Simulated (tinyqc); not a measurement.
From results back to parameters: three-band tight binding of a dichalcogenide monolayer. Two cases, with inputs chosen for the exercise.

Problem. In the three-band model the dz2 level is e1 + 6 t0 at Gamma and e1 - 3 t0 at K; without spin-orbit coupling the other levels are e2 + 3 s at Gamma (twofold) and e2 - 3s/2 -/+ 3 sqrt3 t12 at K, s = t11 + t22, t12 > 0. The levels below come from hidden values.

Case 1.

dz2 levels (eV): Gamma -0.0660, K 1.7430

other levels (eV): Gamma 2.90200, K lower -0.06913, K upper 3.91113

Case 2.

dz2 levels (eV): Gamma -0.4180, K 1.1210

other levels (eV): Gamma 3.33300, K lower 0.04121, K upper 2.49379

Find: e1, t0, e2, t11 + t22, t12.

Solution. The dz2 levels differ by 9 t0. The level at Gamma lies 9s/2 above the mean of the two at K, whose splitting is 6 sqrt3 t12. t1, t2 and t11 - t22 need masses or other points.

Case 1.

e1, t0, e2, t11 + t22, t12 (eV): 1.140  -0.201  2.248  0.218  0.383

Case 2.

e1, t0, e2, t11 + t22, t12 (eV): 0.608  -0.171  1.956  0.459  0.236

Computed by tinyqc, one run a case: `OMP_NUM_THREADS=1 python tinyqc.py N N+1 out.jsonl` with N = 1482692, 1482725; one thread of a shared Intel(R) Xeon(R) Processor @ 2.30GHz, about 0.02 s a run at most.
